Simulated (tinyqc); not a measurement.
Tight binding, honeycomb lattice, step by step. Computed by tinyqc, a small Python program that keeps every step. Settings: t1 = 2.88, t2 = 0, phi = -1.42, delta = 0, points = 6. Command: `OMP_NUM_THREADS=1 python tinyqc.py 28530 28531 out.jsonl` (the two numbers bound the seeds that draw the settings). One thread of a shared host (Intel(R) Xeon(R) Processor @ 2.60GHz), about 0.01 s of CPU time with the checks.

## Bloch Hamiltonian at k

Parameters chosen for this model:
```
parameter      value                        unit
t1          2.880000                 eV, nearest
t2                 0       eV, second neighbours
phi        -1.420000  rad, phase of t2 (Haldane)
delta              0          eV, +/- on A and B
```

k point k (fractions of the reciprocal vectors): 0.45000  -0.11000

H_AB = -t1 (1 + exp(-i k.a1) + exp(-i k.a2)); H_AA = delta - 2 t2 sum cos(k.b + phi), H_BB = -delta - 2 t2 sum cos(k.b - phi), b = a1, a2 - a1, -a2.

H(k) at k (eV):
```
                   A                  B
A            0.00000  -2.36004-0.94581i
B  -2.36004+0.94581i            0.00000
```

## Levels at k

Diagonalise the Hermitian matrix.

eigenvalues (eV): -2.54250  2.54250

weights |c|^2 of the basis functions:
```
    band 1   band 2
A  0.50000  0.50000
B  0.50000  0.50000
```

## Bloch Hamiltonian at K

k point K (fractions of the reciprocal vectors): 0.33333  0.66667

As before.

H(k) at K (eV):
```
         A        B
A  0.00000  0.00000
B  0.00000  0.00000
```

## Levels at K

As before.

eigenvalues (eV): 0.00000  0.00000

## Bands along a path

The same steps at evenly spaced points between the labelled ones.

Bands along the path (eV):
```
k            band 1   band 2
G          -8.64000  8.64000
G-K 0.33   -7.29242  7.29242
G-K 0.67   -3.88021  3.88021
K                 0        0
K-M 0.33   -1.53242  1.53242
K-M 0.67   -2.53263  2.53263
M          -2.88000  2.88000
M-K' 0.33  -2.53263  2.53263
M-K' 0.67  -1.53242  1.53242
K'                0        0
```

With 1 band(s) filled, the highest filled level on these points lies at K and the lowest empty one at K: the bands touch or overlap, so there is no gap.
